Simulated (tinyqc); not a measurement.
What moves the results: cylindrical quantum wire. A value that a table varies takes the place of the one given here.

A cylinder of radius R, isotropic masses, c = hbar^2/2m0, k = sqrt(mw E/c), kappa = sqrt(mb (V0 - E)/c). State (n, m) is J_m(k r) inside and K_m(kappa r) outside; psi and psi'/m are continuous: (k/mw) J_m'(kR)/J_m(kR) = (kappa/mb) K_m'(kappa R)/K_m(kappa R).

With hard walls E = c (x/R)^2/mw, x a zero of J_m: (1,0) 2.404826; (2,0) 5.520078; (1,1) 3.831706; (2,1) 7.015587; (1,2) 5.135622; (2,2) 8.417244; (1,3) 6.380162; (2,3) 9.761023.

Constants: hbar^2/2m0 = 3.80998211 eV angstrom^2.

Values chosen for the exercise (near those of an InGaAs wire in InAlAs; not measured data):

| symbol | value | unit | meaning |
|---|---|---|---|
| V0 | 0.548 | eV | barrier height |
| mw | 0.0417 | m0 | mass inside |
| mb | 0.0749 | m0 | mass outside |
| Rs | (18, 26, 36, 51, 71, 102, 143) | angstrom | radii |
| R | 51 | angstrom | radius |

## Radius

The two lowest states against R; a dash marks an unbound state.

Levels (eV):

| R (angstrom) | (1,0) | (1,1) | (1,0), hard walls | flat well of width 2R |
|---|---|---|---|---|
| 18 | 0.3790 | - | 1.6308 | 0.1844 |
| 26 | 0.2643 | - | 0.7816 | 0.1218 |
| 36 | 0.1786 | 0.4438 | 0.4077 | 0.0800 |
| 51 | 0.1105 | 0.2807 | 0.2031 | 0.0485 |
| 71 | 0.0667 | 0.1699 | 0.1048 | 0.0290 |
| 102 | 0.0368 | 0.0936 | 0.0508 | 0.0159 |
| 143 | 0.0205 | 0.0520 | 0.0258 | 0.0088 |

The lowest state is bound at every radius listed. (1,1) becomes bound between 26 and 36 angstrom. At the largest radius the level is 0.79 of the hard-wall value and 2.33 times that of the flat well (the hard-wall ratio is 2.34); the exponent d ln E/d ln R between the last two radii is -1.74. Levels above about 0.3 eV lie beyond the range of a parabolic mass.

## Shape and dimension

Lowest level with hard walls: film c (pi/2R)^2/mw, cylinder c (2.404826/R)^2/mw, sphere c (pi/R)^2/mw, square or cube of side a: 2 or 3 times c (pi/a)^2/mw; c = hbar^2/2m0. Finite barriers V0 with outer mass mb and psi, psi'/m continuous for film, cylinder and sphere (not separable for the square and the cube: dash).

Lowest level (eV):

| shape | hard walls | finite barrier |
|---|---|---|
| film, width 2R | 0.0867 | 0.0485 |
| cylinder, radius R | 0.2031 | 0.1105 |
| square wire of equal area | 0.2207 | - |
| sphere, radius R | 0.3467 | 0.1828 |
| cube of equal volume | 0.4003 | - |

With hard walls the levels of film, cylinder and sphere stand as 1 : 2.34 : 4.00; with the finite barrier as 1 : 2.28 : 3.77. The square lies 8.6 % above the circle of equal area and the cube 15.5 % above the sphere of equal volume: round shapes give the lowest level for a given size.

## What each parameter does

The lowest level (1,0) and its distance to V0. Each row changes one parameter from the base and keeps the others.

Results:

| case | E (eV) | V0 - E (eV) | k R |
|---|---|---|---|
| base | 0.1105 | 0.4375 | 1.7736 |
| R = 46 angstrom | 0.1281 | 0.4199 | 1.7227 |
| V0 = 0.466 eV | 0.1056 | 0.3604 | 1.7338 |
| mw = 0.0375 m0 | 0.1159 | 0.4321 | 1.7228 |
| mb = 0.0936 m0 | 0.1041 | 0.4439 | 1.7218 |

The largest shifts from the base row, up to three for each result and ties (the steps differ in size, so this ranks the rows, not the parameters). E (eV): R +0.0176, mb -0.0064, mw +0.0054. V0 - E (eV): V0 -0.0771, R -0.0176, mb +0.0064. k R: mb -0.0518, R -0.0509, mw -0.0507.

Program tinyqc; command `OMP_NUM_THREADS=1 python tinyqc.py 1250348 1250349 out.jsonl`; about 0.01 s on one thread of a shared Intel(R) Xeon(R) Processor @ 2.30GHz.
